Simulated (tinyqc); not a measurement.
Plane-wave Kohn-Sham cycle with exchange-only LDA in a layered model solid, step by step. One step of it, computed by the program tinyqc.

Task: Iteration 1: potential. V_H(G) = 4 pi rho(G)/G^2 for G != 0 (uniform background); v_x = -(3 rho/pi)^(1/3); V = V_ext + V_H + v_x; Fourier components f(G_m) = (1/N) sum_j f(x_j) exp(-i G_m x_j).

A solid whose potential varies along x alone (atomic units):
```
parameter                      value
period a                    8.000000
cross-section of the cell  20.000000
electrons per cell                 2
grid points                       16
plane waves -n..n, n               2
k points                           1
V1 in V1 cos(2 pi x/a)     -0.620000
V2 in V2 cos(4 pi x/a)      0.010000
```

density at the start, on the grid x_j = j a/N (e/bohr^3): [0.01250000, 0.01250000, 0.01250000, 0.01250000, 0.01250000, 0.01250000, 0.01250000, 0.01250000, 0.01250000, 0.01250000, 0.01250000, 0.01250000, 0.01250000, 0.01250000, 0.01250000, 0.01250000]

Give: Potentials on the grid; V(G_m), m = 0, 1, 2, ....

Result:

Potentials on the grid (hartree):
```
x       V_ext    V_H     v_x         V
0.000  -0.610  0.000  -0.229    -0.839
0.500  -0.566  0.000  -0.229    -0.794
1.000  -0.438  0.000  -0.229    -0.667
1.500  -0.244  0.000  -0.229    -0.473
2.000  -0.010  0.000  -0.229    -0.239
2.500   0.230  0.000  -0.229  1.65e-03
3.000   0.438  0.000  -0.229     0.210
3.500   0.580  0.000  -0.229     0.351
4.000   0.630  0.000  -0.229     0.401
4.500   0.580  0.000  -0.229     0.351
5.000   0.438  0.000  -0.229     0.210
5.500   0.230  0.000  -0.229  1.65e-03
6.000  -0.010  0.000  -0.229    -0.239
6.500  -0.244  0.000  -0.229    -0.473
7.000  -0.438  0.000  -0.229    -0.667
7.500  -0.566  0.000  -0.229    -0.794
```

V(G_m), m = 0, 1, 2, ... (hartree): [-0.229, -0.310, 0.005, 0.000, 0.000]
